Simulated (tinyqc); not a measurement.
Potential-pH (Pourbaix) lines of a metal, its cation, its oxide and an oxyanion, with a complexing ligand: one step, computed by the program tinyqc.

Potentials are against the standard hydrogen electrode; solids and water have unit activity; dG_f of M, H+ and the electron is zero; F = e N_A and s = R T ln(10)/F. The cation carries z = 2.

Problem. A complexing ligand. M2+ + 2e = M; MO + 2H+ + 2e = M + H2O; MO2(2-) + 4H+ + 2e = M + 2H2O. For each, E0 = -dG/(z F), and E = E0 + (s/z) log10 a - (s n_H/z) pH, with no activity term for the oxide. The free ligand is c_L/(1 + 10^(pKa - pH)) (ligand in excess); dissolved metal is a in all, so the free cation is a/alpha, alpha = 1 + beta [L]; the cation line drops by (s/z) log10 alpha.

Inputs (values chosen for the exercise, modelled on copper):

| quantity | value | unit |
|---|---|---|
| temperature T | 298.15 | K |
| log10 of the dissolved activity a | -5 | - |
| pH | 7.8 | - |
| log10 of the stability constant beta of ML | 9.4 | - |
| pKa of HL | 8.9 | - |
| total ligand c_L | 0.25 | mol/L |

Species: M, M2+, MO, MO2(2-).

E0 (V): cation 0.341347, oxide 0.553659, oxyanion 1.414775

s = 0.05915935 V

Give: free ligand; log10 alpha; cation line with ligand; that line less the oxide line.

Solution.

free ligand = 0.018397 mol/L

log10 alpha = 7.6647

cation line with ligand = -0.033272 V

that line less the oxide line = -0.12549 V
